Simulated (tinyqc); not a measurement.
Shortcuts against the integral: sheet resistance and Hall data of a diffused or implanted layer. Computed by tinyqc, a small Python program. Command: `OMP_NUM_THREADS=1 python tinyqc.py 3027346 3027347 out.jsonl layer walk`. One thread of a shared host (Intel(R) Xeon(R) Processor @ 2.30GHz), about 0.01 s of CPU time with the checks.

Carriers are taken equal to the net active doping down to the junction (full ionisation, which deep dopants in wide-gap hosts do not reach; no spill-over, no depletion), and the Hall factor is 1.

Inputs (values chosen for the exercise, modelled on silicon in GaN):
```
quantity,value,unit
mu_min,54.9,cm^2/(V s)
mu_max,1030,cm^2/(V s)
N_ref,1.9e+17,1/cm^3
exponent alpha,0.99,-
peak concentration N_0,2e+18,1/cm^3
length scale l,140,nm
background doping N_B (opposite type),6.7e+16,1/cm^3
```

Profile: Gaussian at the surface. Activation: complete.

Constants: e = 1.602176634e-19 C.

Method:
- N(x) = N_0 exp(-x^2/l^2), dose N_0 l sqrt(pi)/2, junction x_j = l sqrt(ln(N_0/N_B)).
- Mobility mu = mu_min + (mu_max - mu_min)/(1 + (N_t/N_ref)^alpha), N_t = active doping + N_B; carriers n = active doping - N_B, all dopants active.
- Integrals from x_0 (0 unless stated) to x_j by the midpoint rule on 400 even intervals: 1/R_s = e int n mu dx; sheet density n_s = int n dx; Hall sheet density (int n mu dx)^2/int n mu^2 dx; Hall mobility int n mu^2 dx/int n mu dx.
- Mean conductivity 1/(R_s x_j); mean mobility 1/(e n_s R_s).
- Shortcuts: R_s = 1/(e Q mu) with the dose Q and the mobility at the (active) peak concentration; 1/(e n_s mu) with mu at N_t = n_s/x_j + N_B; 1/(e Q mu_max).

sheet resistance R_s = 1494.44 ohm

dose = 2.48144e+13 1/cm^2

sheet density n_s = 2.28586e+13 1/cm^2

junction depth x_j = 258.003 nm

Sheet resistances:
```
method,R_s (ohm),deviation (%)
integral,1494.4,0.000
"dose, mobility at the peak",1812.2,21.262
"n_s, mobility at the mean concentration",1245.8,-16.641
"dose, mu_max",244.2,-83.659
```

The closest shortcut is «n_s, mobility at the mean concentration» (-16.6 %). The peak mobility is the lowest in the layer, so with full activation it overestimates R_s.

Extremes, crossings and ranges named in words are read from the listed rows.
